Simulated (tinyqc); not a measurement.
Matthiessen's rule against the full average: mobility of a non-polar semiconductor in the relaxation-time approximation. Computed by tinyqc, a small Python program. Command: `OMP_NUM_THREADS=1 python tinyqc.py 3021190 3021191 out.jsonl rta walk`. One thread of a shared host (Intel(R) Xeon(R) Processor @ 2.30GHz), about 0.01 s of CPU time with the checks.

Each valley is treated as a sphere of mass m_d for states and rates, with one isotropic relaxation time; the conductivity mass m_c sets the current.

Inputs (values chosen for the exercise, modelled on electrons in diamond): longitudinal mass m_l = 1.5 m_0; transverse mass m_t = 0.276 m_0; equivalent valleys Z = 6; static permittivity eps_s = 5.7; density rho = 3515 kg/m^3; sound velocity v_l = 18600 m/s; acoustic deformation potential D_A = 8.4 eV; phonon energy hbar w = 146 meV; optical or intervalley deformation potential D_o = 8.2 1e8 eV/cm; final valleys Z_f = 5; carrier density n = 3.9e+14 1/cm^3; compensation ratio C = 0.38; temperature T = 300 K; neutral impurity density N_n = 3e+16 1/cm^3.

Band: parabolic. Impurity formula: Brooks-Herring. Further scattering: neutral impurities.

Constants: k_B = 8.617333262e-05 eV/K; m_0 = 9.1093837015e-31 kg; e = 1.602176634e-19 C; hbar = 1.054571817e-34 J s; eps_0 = 8.8541878128e-12 F/m; k_B = 1.380649e-23 J/K; hbar = 6.582119569e-16 eV s.

Method:
- m_d = (m_l m_t^2)^(1/3); 1/m_c = (1/m_l + 2/m_t)/3; Hall mass factor A = 3 K_m (K_m + 2)/(2 K_m + 1)^2, K_m = m_l/m_t; N_I = n (1 + C)/(1 - C).
- Parabolic band: E = hbar^2 k^2/(2 m), speed v = hbar k/m, states per spin, volume and energy g(E) = m k/(2 pi^2 hbar^2). Here m = m_d. Masses are multiplied by m_0 and all formulas are in SI units.
- The reduced Fermi level eta = E_F/(k_B T) solves n = 2 Z int g f dE with f = 1/(1 + exp(x - eta)) (Z = 1 unless valleys are given); screening length L_s = sqrt(eps_s eps_0 k_B T/(e^2 dn/deta)), dn/deta = 2 Z int g f (1 - f) dE.
- Integrals over x = E/(k_B T) use 160 Gauss-Legendre points in u = sqrt(x) from 0 to sqrt(max(eta, 0) + 32).
- Phonon occupation N_q = 1/(exp(hbar w/(k_B T)) - 1).
- Acoustic deformation potential (elastic, equipartition, absorption and emission together): 1/tau = 2 pi k_B T D_A^2 g(E)/(hbar rho v_l^2).
- Optical or intervalley deformation potential: 1/tau = (pi Z_f D_o^2/(rho w)) [N_q g(E + hbar w) + (N_q + 1) g(E - hbar w)], with g = 0 below the band edge.
- Each optical term is multiplied by (1 - f(E'))/(1 - f(E)), E' the final energy, for Pauli blocking.
- Singly charged impurities, momentum relaxation: 1/tau = N_I e^4 m (1 + 2 alpha E) Phi/(8 pi (eps_s eps_0)^2 hbar^3 k^3), with alpha = 0 for a parabolic band.
- Brooks-Herring: Phi = ln(1 + b) - b/(1 + b), b = 4 k^2 L_s^2.
- Neutral impurities (Erginsoy): 1/tau = 20 N_n a_B hbar/m, a_B = 4 pi eps_s eps_0 hbar^2/(m e^2).
- mu = (m_d/m_c) (2 Z e/(3 n k_B T)) int g v^2 tau f (1 - f) dE.
- Averages over x are split at the emission threshold x_0 = hbar w/(k_B T): 64 Gauss-Legendre points in sqrt(x) below it and 128 in sqrt(x - x_0) above it, up to x = max(eta, 0) + 32.
- Rates are added at each energy before the average. With <y> = int g v^2 y f (1 - f) dE: Hall factor r_H = A (3 n k_B T/(2 Z m_d)) <tau^2/(1 + 2 alpha E)>/<tau>^2 (alpha = 0 for a parabolic band); Hall mobility r_H mu; |S| = (k_B/e) (<x tau>/<tau> - eta); resistivity 1/(n e mu).
- Matthiessen's rule adds 1/mu of the separate processes.

acoustic mobility = 8217.19 cm^2/(V s)

optical mobility = 111594 cm^2/(V s)

ionised impurity mobility = 112412 cm^2/(V s)

neutral impurity mobility = 52139.7 cm^2/(V s)

drift mobility mu = 5329.87 cm^2/(V s)

Separate mobilities:
```
process           mu (cm^2/(V s))  share of the sum of 1/mu (%)
acoustic               8.2172e+03                        76.668
optical                1.1159e+05                         5.645
ionised impurity       1.1241e+05                         5.604
neutral impurity       5.2140e+04                        12.083
```

mobility by Matthiessen's rule = 6299.9 cm^2/(V s)

excess of Matthiessen's rule over the full mu = 18.200 %

The rule gives 6300 against the full 5330, 18.2 % too high; it can only overestimate, since each separate average is carried by the energies where that process is weak. The largest shares are acoustic (77 %) and neutral impurity (12 %). Caution: Erginsoy's formula holds for k a_B below about 0.5 and for dopants that stay neutral, which means low temperature; elsewhere it is only a rough constant rate. Caution: n is taken as given; at low temperature (in diamond even at 300 K) real dopants can freeze out, which changes n and N_I.

Extremes, crossings and ranges named in words are read from the listed rows.
